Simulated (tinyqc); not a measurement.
Epitaxial growth on a vicinal surface: Burton-Cabrera-Frank step flow, step-edge barrier and island nucleation: one step, computed by the program tinyqc.

Adatoms land at rate F, hop on a square grid (a simplification for hexagonal faces), desorb, or join steps. Lengths are in units of a and n is the adatom coverage. Steps ascend at x = 0 and descend at x = l.

Task: Scales. D = nu exp(-E_d/(k_B T)) (a^2/s, nu counted per direction); tau = exp(E_a/(k_B T))/nu; x_s = sqrt(D tau); n_eq = exp(-E_f/(k_B T)); terrace width l = h/(a tan(miscut)); Schwoebel length l_s = exp(E_s/(k_B T)) - 1. Temperatures in kelvin are T(C) + 273.15.

Inputs (values chosen for the exercise, close to those used for GaAs(001)): site spacing a = 4 angstrom; step height h = 2.83 angstrom; diffusion barrier E_d = 1.27 eV; desorption energy E_a = 2.56 eV; adatom formation energy E_f = 0.951 eV; step-edge barrier E_s = 0.25 eV; attempt frequency nu = 5 THz; miscut angle = 0.1 degrees; temperature T = 670 C.

Constants: k_B = 8.617333262e-05 eV/K.

Give: D; lifetime tau; diffusion length x_s; equilibrium coverage n_eq; terrace width l; Schwoebel length l_s.

Result:

D = 8.1780e+05 a^2/s

lifetime tau = 9.5619 s

diffusion length x_s = 2796.4 a

equilibrium coverage n_eq = 8.2847e-06

terrace width l = 405.37 a

Schwoebel length l_s = 20.672 a

l/x_s = 0.145: nearly every adatom reaches a step.
